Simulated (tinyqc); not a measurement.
## Impurity strength from the transmission

Problem. An infinite chain has hopping -t with t = 1 eV and site energy 0; E = -2 t cos(k) with E = -1.56 eV. One site has the energy u > 0, so T(E) = 1/[1 + u^2/(4 t^2 sin^2 k)]. Find sin^2 k and u.

T(E) = 0.84794024

Solution. sin^2 k = 1 - (E/2t)^2, and u = 2 t |sin k| sqrt(1/T(E) - 1).

sin^2 k = 0.3916
u = 0.5300 eV

tinyqc, about 0.01 s, one thread, Intel Xeon 2.30GHz (shared host): `OMP_NUM_THREADS=1 python tinyqc.py 2660134 2660135 out.jsonl`
